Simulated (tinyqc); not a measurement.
# From completion temperature T_f back to metal thickness h

Model: growth of a silicide layer between metal and silicon: linear-parabolic kinetics, ramp anneals and Kissinger analysis. Computed by tinyqc, a small Python program. Command: `OMP_NUM_THREADS=1 python tinyqc.py 3000022 3000023 out.jsonl silicide inv`. One thread of a shared host (Intel(R) Xeon(R) Processor @ 2.30GHz), about 0.1 s of CPU time with the checks.

One compound layer of thickness x grows by diffusion through itself and reaction at an interface, dx/dt = 1/(2x/K + 1/v), until the metal is used up at x = a h.

Inputs (values chosen for the exercise, modelled on CoSi): silicide formed per metal thickness a = 2.02; prefactor of the parabolic constant K = 5.8e+14 nm^2/s; activation energy E of K = 1.95 eV; prefactor of the interface velocity v = 1.2e+14 nm/s; activation energy E_v = 2.15 eV; ramp rate beta = 1 C/s.

Constants: k_B = 8.617333262e-05 eV/K.

Method:
- The silicide ends at the thickness a h.
- K = K0 exp(-E/(k_B T)), v = v0 exp(-E_v/(k_B T)).
- Temperatures in kelvin are T(C) + 273.15.
- Ramp from x = 0 at 100 C at the rate beta: dx/dT = (1/beta)/(2x/K + 1/v), integrated adaptively (tolerance 1e-9) until x = a h at T_f.

Problem. A run gave the result below. Find the metal thickness h, known to lie between 4.8 and 16 nm.

completion temperature T_f = 494.2417 C

Solution.

Each step takes the trial c = (a f_b - b f_a)/(f_b - f_a), f being the result less the target and a, b, c the logarithms of the listed values; c replaces end b, the old b replaces a if the sign of f changed, and otherwise f_a is halved.

Scan of the range:
```
metal thickness h (nm)  completion temperature T_f (C)
4.80                                           479.953
5.87                                           484.726
7.17                                           489.625
8.76                                           494.705
10.70                                          499.983
13.10                                          505.558
16.00                                          511.335
```

False position (Illinois rule, in the logarithm of the input) inside the bracket:
```
step    end a    end b    trial  completion temperature T_f (C)
1     7.17000  8.76000  8.60133                         494.234
2     8.76000  8.60133  8.60400                         494.242
3     8.76000  8.60400  8.60400                         494.242
4     8.60400  8.60400  8.60400                         494.242
```

Completion temperature T_f rises at every point of a 13-point scan of the range (every second point is shown), so one value fits; it is bracketed by 7.17 and 8.76. Answer: metal thickness h = 8.604 nm.
